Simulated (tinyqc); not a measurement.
Surface Green function of a zigzag honeycomb ribbon two chains wide, Sancho-Rubio decimation: one step of the calculation.

A semi-infinite lead of cells 0, 1, 2, ... with H0 inside a cell and H1 = <cell i|H|cell i + 1>. Cell of four sites joined 1-2-3-4 by -t; site 2 joins site 1 of the next cell and site 3 joins site 4 of the next cell. z = E + i eta.

Question. Decimation. Start with e_s = e = H0, a = H1, b = H1^dagger. Each round: g = (z - e)^(-1); e_s <- e_s + a g b; e <- e + a g b + b g a; a <- a g a; b <- b g b (all with the old a, b). Round k joins cells 2^k apart.

Inputs (values chosen for the exercise):

| symbol | value | unit | meaning |
|---|---|---|---|
| E | -1.71 | eV | energy |
| eta | 0.001 | eV | broadening |

H0 (eV):
```
    1   2   3   4
1   0  -1   0   0
2  -1   0  -1   0
3   0  -1   0  -1
4   0   0  -1   0
```

H1 (eV):
```
    1  2  3   4
1   0  0  0   0
2  -1  0  0   0
3   0  0  0  -1
4   0  0  0   0
```

Find: g; e_s after round 1; e after round 1; a after round 1; b after round 1.

Answer.

g (1/eV):
```
               1              2              3              4
1  -2.031-0.017i  -2.473-0.027i  -2.197-0.026i  -1.285-0.016i
2  -2.473-0.027i  -4.228-0.043i  -3.758-0.043i  -2.197-0.026i
3  -2.197-0.026i  -3.758-0.043i  -4.228-0.043i  -2.473-0.027i
4  -1.285-0.016i  -2.197-0.026i  -2.473-0.027i  -2.031-0.017i
```

e_s after round 1 (eV):
```
               1              2              3              4
1   0.000+0.000i  -1.000+0.000i   0.000+0.000i   0.000+0.000i
2  -1.000+0.000i  -2.031-0.017i  -2.285-0.016i   0.000+0.000i
3   0.000+0.000i  -2.285-0.016i  -2.031-0.017i  -1.000+0.000i
4   0.000+0.000i   0.000+0.000i  -1.000+0.000i   0.000+0.000i
```

e after round 1 (eV):
```
               1              2              3              4
1  -4.228-0.043i  -1.000+0.000i   0.000+0.000i  -3.758-0.043i
2  -1.000+0.000i  -2.031-0.017i  -2.285-0.016i   0.000+0.000i
3   0.000+0.000i  -2.285-0.016i  -2.031-0.017i  -1.000+0.000i
4  -3.758-0.043i   0.000+0.000i  -1.000+0.000i  -4.228-0.043i
```

a after round 1 (eV):
```
               1             2             3              4
1   0.000+0.000i  0.000+0.000i  0.000+0.000i   0.000+0.000i
2  -2.473-0.027i  0.000+0.000i  0.000+0.000i  -2.197-0.026i
3  -2.197-0.026i  0.000+0.000i  0.000+0.000i  -2.473-0.027i
4   0.000+0.000i  0.000+0.000i  0.000+0.000i   0.000+0.000i
```

b after round 1 (eV):
```
              1              2              3             4
1  0.000+0.000i  -2.473-0.027i  -2.197-0.026i  0.000+0.000i
2  0.000+0.000i   0.000+0.000i   0.000+0.000i  0.000+0.000i
3  0.000+0.000i   0.000+0.000i   0.000+0.000i  0.000+0.000i
4  0.000+0.000i  -2.197-0.026i  -2.473-0.027i  0.000+0.000i
```

Computed by the program tinyqc: `OMP_NUM_THREADS=1 python tinyqc.py 2680020 2680021 out.jsonl`, one thread of a shared Intel Xeon 2.30GHz, about 0.05 s for the whole run.
